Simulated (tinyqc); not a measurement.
# Coupling and phonon occupation from the scattering functions

Question. A level coupled to a phonon of energy w0 has, in the self-consistent Born approximation, Sin(E) = M^2 [(Nq + 1) Gn(E + w0) + Nq Gn(E - w0)], Sout(E) = M^2 [(Nq + 1) Gp(E - w0) + Nq Gp(E + w0)]. Find M, Nq and, from Nq = 1/(exp(w0/kB T) - 1), the phonon temperature.

Parameters, values chosen for the exercise: phonon energy w0 = 25 meV.

Constants: q = 1.602176634e-19 C, kB = 1.380649e-23 J/K. Results are converted to the units shown.

Gn at E - w0 and E + w0 (1/meV): 0.010759741  0.046869031
Gp at E - w0 and E + w0 (1/meV): 0.0026839465  0.052083584
Sin and Sout at E (meV): 1.7397905  0.76769416

Solution. Both equations are linear in M^2 and M^2 Nq.

M = 4.60 meV
Nq = 0.613
T = 300 K

Computed by the program tinyqc: `OMP_NUM_THREADS=1 python tinyqc.py 2720018 2720019 out.jsonl`, one thread of a shared Intel Xeon 2.30GHz, about 0.08 s for the whole run.
